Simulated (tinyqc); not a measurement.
# Domain walls in a thin film with perpendicular anisotropy: Bloch, Neel and chiral walls, motion and stripe domains, step by step

A worked calculation. Computed by tinyqc, a small Python program that keeps every step. Command: `OMP_NUM_THREADS=1 python tinyqc.py 3006418 3006419 out.jsonl mwall walk`. One thread of a shared host (Intel(R) Xeon(R) Processor @ 2.30GHz), about 0.01 s of CPU time with the checks. Intermediate numbers are printed to about 6 digits and carried at full precision; extremes and crossings named in words are read from the listed rows.

One-dimensional wall: polar angle theta(x), azimuth phi of the moment in the wall (phi = 0 Neel, 90 degrees Bloch). mu_0 = 1.25663706212e-6 T m/A, gamma = 1.76085963023e11 rad/(s T).

Inputs (values chosen for the exercise, for a model film): saturation magnetisation M_s = 815 kA/m; exchange stiffness A = 16 pJ/m; uniaxial anisotropy K_u = 623 kJ/m^3; DMI constant D = 1.2 mJ/m^2; thickness t = 2.7 nm; damping alpha = 0.34; field mu_0 H_z = 43 mT.

Drive: magnetic field.

## Width and energy of the Bloch wall

K_eff = K_u - mu_0 M_s^2/2; Delta = sqrt(A/K_eff); sigma_0 = 4 sqrt(A K_eff); profile theta = 2 arctan exp(x/Delta); quality factor Q = 2 K_u/(mu_0 M_s^2).

K_eff = 205.655 kJ/m^3

width parameter Delta = 8.82044 nm

sigma_0 = 7.25587 mJ/m^2

quality factor Q = 1.49277

## Bloch or Neel

sigma(phi) = sigma_0 + 2 Delta K_D cos^2(phi) - pi D cos(phi), with the wall shape anisotropy K_D = N_x mu_0 M_s^2/2, N_x = t ln 2/(pi Delta). The minimum has cos(phi) = D/D_N for D < D_N = 4 Delta K_D/pi and phi = 0 beyond; sigma turns negative at D_c = (sigma_0 + 2 Delta K_D)/pi.

K_D = 28.1867 kJ/m^3

D_N = 0.316552 mJ/m^2

azimuth phi = 0 degrees

wall energy sigma = 3.98320 mJ/m^2

D_c = 2.46789 mJ/m^2

A pure chiral Neel wall. D is 0.49 of D_c.

## Walker breakdown

Field drive: steady motion v = gamma Delta B/alpha needs B = (alpha/2) [2 B_D sin(phi) - B_K sin(2 phi)] in size, B_K = 2 K_D/M_s, B_D = pi D/(2 M_s Delta), with phi moving from its rest value; the Walker field B_W is the largest value of |B_D sin(phi) - (B_K/2) sin(2 phi)| times alpha, reached at cos(phi) = [d - sqrt(d^2 + 8)]/4, d = B_D/B_K. Far above B_W/alpha, v = gamma Delta B alpha/(1 + alpha^2); this is used for all B above B_W.

B_K = 69.1698 mT

B_D = 262.212 mT

Walker field B_W = 92.0275 mT

velocity at B_W = 420.391 m/s

velocity at B = 196.428 m/s

B is below B_W: steady motion. Without D, B_W would be alpha B_K/2 = 11.8 mT, so D raises it 7.8 times.

## Stripe domains

Dipolar length l = sigma/(mu_0 M_s^2); for t much smaller than the period the domain width is w = 0.955 t exp(pi l/t) (Kaplan and Gehring), given as log10 of w in nm.

dipolar length l = 4.77207 nm

log10 of the domain width in nm = 2.82281

Equilibrium domains are about 660 nm wide.

## Raising D

The formulas are those given above.

Wall against D; the last column is the Kaplan-Gehring width, log10[0.955 t exp(pi sigma/(mu_0 M_s^2 t))/nm], with a dash where it falls below 10 Delta and the formula fails:
```
D (mJ/m^2)  phi (degrees)  sigma (mJ/m^2)  sigma/sigma_0  log10 domain width
0.063             78.5204         7.23618       0.997286             4.79218
0.160             59.6390         7.12884       0.982492             4.72720
0.250             37.8369         6.94574       0.957257             4.61634
0.490              0.0000         6.21373       0.856373             4.17319
0.990              0.0000         4.64294       0.639886             3.22222
1.500              0.0000         3.04072       0.419071             2.25223
2.000              0.0000         1.46993       0.202584                   -
2.200              0.0000         0.84161       0.115990                   -
```

D_N is 13 % of D_c, so a small D fixes the chirality long before it lowers the energy much. Beyond D_N sigma falls by pi per unit of D, and the domain width, which has sigma in an exponent, drops by 2.5 decades over the valid rows (values above 6 mean a single domain in any device).

Checks made by the program: sigma_0 against the integral over the profile (relative difference below 1e-10); B_W against a scan of phi (relative difference below 1e-10).
